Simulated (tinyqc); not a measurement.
Which input was changed? Model: speciation in dilute and buffered hydrofluoric acid, oxide etch rate and bath loading. Computed by tinyqc, a small Python program. Command: `OMP_NUM_THREADS=1 python tinyqc.py 3120886 3120887 out.jsonl hfetch which`. One thread of a shared host (Intel(R) Xeon(R) Processor @ 2.30GHz), about 0.03 s of CPU time with the checks.

Concentrations stand for activities, NH4+ and Cl- are spectators, and water ionisation is neglected. H, F and HF2 denote the ions H+, F- and HF2-. The base temperature is 298 K.

Inputs (values chosen for the exercise, of the order of those for thermal oxide at room temperature):
```
quantity                            value            unit
HF added                             0.52           mol/L
NH4F added                              0           mol/L
HCl added                               0           mol/L
K1 = [H][F]/[HF]                 0.000652           mol/L
K2 = [HF2]/([HF][F])                 3.77           L/mol
K3 = [H2F2]/[HF]^2                   2.45           L/mol
rate constant of neutral HF k_a        11  nm L/(min mol)
rate constant of HF2 k_b               59  nm L/(min mol)
activation energy                    0.42              eV
temperature error                     2.8               K
oxide removed per wafer                44              nm
```

Constants: k_B = 8.617333262e-05 eV/K.

Method:
- Fluoride balance: [HF] + [F] + 2 [HF2] + 2 [H2F2] = HF added + NH4F added. Acid balance: [H] + [HF] + [HF2] + 2 [H2F2] = HF added + HCl added. For a trial [H], [HF] = [H][F]/K1, and the fluoride balance is a quadratic in [F].
- The root is refined to 1e-13 in pH = -log10 [H].
- Rate = k_a ([HF] + 2 [H2F2]) + k_b [HF2], an empirical two-term form.
- Time = oxide/rate; a temperature error changes the rate by exp((E_a/k_B)(1/298 - 1/(298 + error))) - 1.

Problem. One of these inputs alone was changed, within the range given: HF added (0.26 to 1.04); K1 = [H][F]/[HF] (0.000326 to 0.001304); K2 = [HF2]/([HF][F]) (1.885 to 7.54); rate constant of neutral HF k_a (5.5 to 22). Which one, and to what value?

Results:
```
run     [HF2] (mol/L)        pH  etch rate (nm/min)
before    0.007851143  1.773850            5.911697
after     0.008581296  1.734517            5.929192
```

Solution.

Each candidate set to reproduce [HF2], and what it then gives:
```
candidate                                               range searched  value needed      pH  etch rate (nm/min)
HF added (mol/L)                                          0.26 to 1.04        0.5784  1.7513              6.5793
K1 = [H][F]/[HF] (mol/L)                          0.000326 to 0.001304      7.850e-4  1.7345              5.9292
K2 = [HF2]/([HF][F]) (L/mol)                             1.885 to 7.54         4.250  1.7619              5.9416
rate constant of neutral HF k_a (nm L/(min mol))             5.5 to 22     no effect       -                   -
```

Only K1 = [H][F]/[HF] fits every result: it went from 0.000652 to 7.85e-4 mol/L. The next best candidate, K2 = [HF2]/([HF][F]), misses one result by 1.6 %.
